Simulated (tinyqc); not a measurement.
Growth mode over temperature: epitaxial growth on a vicinal surface: Burton-Cabrera-Frank step flow, step-edge barrier and island nucleation. Computed by tinyqc, a small Python program. Command: `OMP_NUM_THREADS=1 python tinyqc.py 3002361 3002362 out.jsonl stepflow walk`. One thread of a shared host (Intel(R) Xeon(R) Processor @ 2.30GHz), about 0.01 s of CPU time with the checks.

Adatoms land at rate F, hop on a square grid (a simplification for hexagonal faces), desorb, or join steps. Lengths are in units of a and n is the adatom coverage. Steps ascend at x = 0 and descend at x = l.

Inputs (values chosen for the exercise, close to those used for Si(001)):
```
quantity                                    value      unit
site spacing a                               3.84  angstrom
step height h                                1.36  angstrom
diffusion barrier E_d                       0.646        eV
desorption energy E_a                        2.76        eV
adatom formation energy E_f                  1.21        eV
step-edge barrier E_s                       0.043        eV
attempt frequency nu                           10       THz
deposition rate F                            0.16  layers/s
miscut angle                                  0.3   degrees
temperature T                                 860         C
critical nucleus size i                         2         -
binding energy of the critical nucleus E_i   0.64        eV
```

Constants: k_B = 8.617333262e-05 eV/K.

Method:
- D = nu exp(-E_d/(k_B T)) (a^2/s, nu counted per direction); tau = exp(E_a/(k_B T))/nu; x_s = sqrt(D tau); n_eq = exp(-E_f/(k_B T)); terrace width l = h/(a tan(miscut)); Schwoebel length l_s = exp(E_s/(k_B T)) - 1.
- D n'' - n/tau + F = 0 with n(0) = n_eq and -l_s n'(l) = n(l) - n_eq. With u = n - F tau, A = n_eq - F tau, y = l/x_s, s = l_s/x_s: u = A cosh(x/x_s) + B sinh(x/x_s), B = A (1 - cosh y - s sinh y)/(sinh y + s cosh y). Flux into the ascending step J+ = D B/x_s, over the descending one J- = -(D/x_s)(A sinh y + B cosh y); step velocity J+ + J-; growth rate (J+ + J-)/l. For small y: J+ + J- = (F - n_eq/tau) l, J-/J+ = l/(l + 2 l_s).
- Island density on a flat surface without desorption: N = 0.25 (F/D)^(i/(i+2)) exp(E_i/((i+2) k_B T)) per site, with E_i = 0 for i = 1; spacing l_n = N^(-1/2). Step flow needs an effective width l_eff = 2 x(peak) below l_n.
- Temperatures in kelvin are T(C) + 273.15.
- x(peak) solves tanh(x/x_s) = -B/A. Rows where evaporation outweighs deposition are left out.

Scales:
```
T (C)     x_s (a)  l_s (a)  incorporated share  l_n (a)  l_eff/l_n
660    5.1129e+05  0.70701             1.00000   279.06    0.24489
710    2.6203e+05  0.66121             1.00000   325.11    0.21007
760    1.4326e+05  0.62090             1.00000   373.20    0.18289
810    8.2814e+04  0.58516             0.99998   422.99    0.16128
860    5.0245e+04  0.55327             0.99986   474.14    0.14382
910    3.1800e+04  0.52463             0.99923   526.38    0.12949
960    2.0887e+04  0.49878             0.99628   579.44    0.11759
1010   1.4175e+04  0.47533             0.98404   633.10    0.10759
1060   9.9045e+03  0.45397             0.93864   687.14    0.09909
```

What follows from these numbers?

The ratio stays below 1: step flow in every row. Incorporation goes from 100.0 % to 93.9 %.

Extremes, crossings and ranges named in words are read from the listed rows.
